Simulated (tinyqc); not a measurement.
Hot electrons in a saturated n-channel MOSFET, lucky-electron model: course of the iteration: body bias from the substrate current.

Beyond pinch-off the lateral field grows as Esat cosh(y/l) over the velocity-saturated region (pseudo-two-dimensional model). Impact ionisation in this region gives the substrate current, which biases the body forward through Rsub. Currents are per width. Local-field laws: they overstate ionisation when the field peak is narrower than an energy relaxation length.

Cox = 3.9 eps0/tox. Overdrive g = Vg - VT + kb Vb; Vdsat = g Esat L/(g + Esat L); Id = Cox vs (g - Vdsat); dV = Vd - Id Rd - Vdsat; Em = sqrt((dV/l)^2 + Esat^2); Isub = Id (Ai/Bi) l Em exp(-Bi/Em). Vb(new) = Rsub Isub.

Stop when Vb changes by less than 1e-9 V, or after 60 iterations.

Parameters, values chosen for the exercise; values close to those of silicon n-channel devices: channel length L = 0.35 um; oxide thickness tox = 6.3 nm; threshold VT = 0.7 V; saturation velocity vs = 7.4e6 cm/s; ionisation prefactor Ai = 2e6 1/cm; ionisation field Bi = 1.87 MV/cm; resistance of the lightly doped drain Rd = 0 ohm um; substrate resistance Rsub = 23000 ohm um; fall of VT per volt of forward body bias kb = 0.27; drain voltage Vd = 2.3 V; gate voltage Vg = 1.7 V.

Constants: eps0 = 8.8541878128e-14 F/cm where lengths are in cm. Results are converted to the units shown.

Vb at the start = 0 V
l = 45.5961 nm
Esat = 0.037 MV/cm

Course of the iteration:
```
iteration     Vb (V)  |change| (V)
1          0.0570656        0.0571
2          0.0574934       4.28e-4
3          0.0574965       3.16e-6
4          0.0574965       2.33e-8
5          0.0574965      1.72e-10
```

Did this iteration meet its convergence test, and what does its course show?

Yes. Converged in 5 iterations. At the end each change is about 0.0074 times the one before: linear convergence.

tinyqc, about 0.01 s, one thread, Intel Xeon 2.30GHz (shared host): `OMP_NUM_THREADS=1 python tinyqc.py 2550021 2550022 out.jsonl`
